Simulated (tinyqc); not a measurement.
What moves the results: two-band massive Dirac model of the K valleys. A value that a table varies takes the place of the one given here.

Basis (conduction, valence): H = [[D/2, a t (tau kx - i ky)], [a t (tau kx + i ky), -D/2 + lam tau sz]], valley tau = +/-1, spin sz = +/-1. The gap of a spin and valley is G = D - lam tau sz. Berry curvature Omega = curl of i<u|grad u>; for the conduction band Omega_c = -tau 2 a^2 t^2 G/(G^2 + 4 a^2 t^2 k^2)^(3/2), and Omega_v = -Omega_c.

Constants: hbar^2/2m0 = 3.80998211 eV angstrom^2.

Parameters, chosen for this exercise (near those used for monolayer WS2; shifted at random, so the results belong to these values and not to a real crystal):
- a = 3.192 angstrom (lattice constant)
- D = 1.7 eV (gap parameter)
- t = 1.36 eV (effective hopping)
- lam = 0.206 eV (half the valence spin splitting)

## Away from the valley

Flavour tau = +1, sz = +1. Parabolic transition energy G + 2 a^2 t^2 k^2/G; degree of circular polarisation eta = 2 cos(theta)/(1 + cos^2(theta)). The last column is the Berry flux of the conduction band inside |k|, over 2 pi: -(1 - cos(theta))/2, cos(theta) = G/(transition energy).

Along |k|:
```
|k| (1/angstrom)  transition (eV)  parabolic (eV)  Omega_c (angstrom^2)     eta  flux/2 pi
0.000                      1.4940          1.4940               -16.886  1.0000     0.0000
0.025                      1.5097          1.5098               -16.365  0.9999    -0.0052
0.050                      1.5558          1.5571               -14.953  0.9992    -0.0199
0.075                      1.6297          1.6359               -13.009  0.9962    -0.0416
0.100                      1.7280          1.7463               -10.914  0.9895    -0.0677
0.150                      1.9819          2.0616                -7.233  0.9613    -0.1231
0.200                      2.2907          2.5031                -4.685  0.9151    -0.1739
0.300                      3.0027          3.7645                -2.080  0.7976    -0.2512
```

The curvature halves at |k| = 0.132 1/angstrom, where 2 a t k = 0.766 G. At 0.3 the parabola is 762 meV too high, eta has fallen only to 0.798, and the flux has reached -0.251 of the -1/2 that a whole cone holds. The real bands leave this model beyond about 0.1 to 0.2 1/angstrom, where trigonal warping and other bands enter.

## Hole doping of the spin-split valence bands

The Fermi level lies E below the top of the valence band. kF for the upper and lower band of valley +1 from the two-band energy; each flavour holds kF^2/(4 pi) holes per area and both valleys count. Spin polarisation within one valley; Berry flux removed from valley +1, the sum of (1 - cos(theta_F))/2 with cos(theta_F) = G/sqrt(G^2 + 4 a^2 t^2 kF^2), in units of 2 pi.

Holes:
```
E (meV)  kF upper (1/angstrom)  kF lower  p (1e12/cm^2)  spin polarisation in a valley  flux/2 pi
51.5                    0.0650    0.0000           6.72                          1.000     0.0322
103.0                   0.0934    0.0000          13.89                          1.000     0.0606
206.0                   0.1363    0.0000          29.58                          1.000     0.1081
309.0                   0.1719    0.0000          47.05                          1.000     0.1463
391.4                   0.1979    0.0000          62.32                          1.000     0.1719
453.2                   0.2164    0.0652          81.30                          0.833     0.2095
618.0                   0.2632    0.1519         146.97                          0.500     0.3152
824.0                   0.3184    0.2251         241.96                          0.333     0.4132
```

Up to E = 2 lam = 412 meV, a density of 66.3e12/cm^2, only the upper band of this model is emptied and each valley is fully spin-polarised, oppositely in the two. Beyond it the polarisation falls, to 0.33 in the last row. The flux, times e^2/h, is in size the change of the Hall conductivity of one valley; the other valley cancels it in the charge current. Rows with kF above about 0.2 1/angstrom lie beyond the range of the model, and in real layers the valley at Gamma, close below in MoS2 and WS2, can take holes as well.

## What each parameter does

Flavour tau = sz = +1 at k = 0: gap G, mass c G/(a t)^2 with c = hbar^2/2m0, Omega_c, and the B - A splitting 2 lam. Each row changes one parameter from the base and keeps the others.

Results:
```
case                 G (eV)  mass (m0)  Omega_c (angstrom^2)  B - A (eV)
base                 1.4940     0.3020               -16.886      0.4120
a = 3.2558 angstrom  1.4940     0.2903               -17.568      0.4120
D = 1.53 eV          1.3240     0.2677               -21.501      0.4120
t = 1.496 eV         1.4940     0.2496               -20.432      0.4120
lam = 0.309 eV       1.3910     0.2812               -19.480      0.6180
```

The largest shifts from the base row, up to three for each result and ties (the steps differ in size, so this ranks the rows, not the parameters). G (eV): D -0.1700, lam -0.1030; unchanged at the printed digits by a and t. mass (m0): t -0.0524, D -0.0344, lam -0.0208. Omega_c (angstrom^2): D -4.615, t -3.546, lam -2.593. B - A (eV): lam +0.2060; unchanged at the printed digits by a, D and t. The mass goes as G/(a t)^2 and the curvature as (a t)^2/G^2, so their product is -2c/G.

tinyqc: `OMP_NUM_THREADS=1 python tinyqc.py 1481532 1481533 out.jsonl`; about 0.01 s, one thread, shared Intel(R) Xeon(R) Processor @ 2.30GHz.
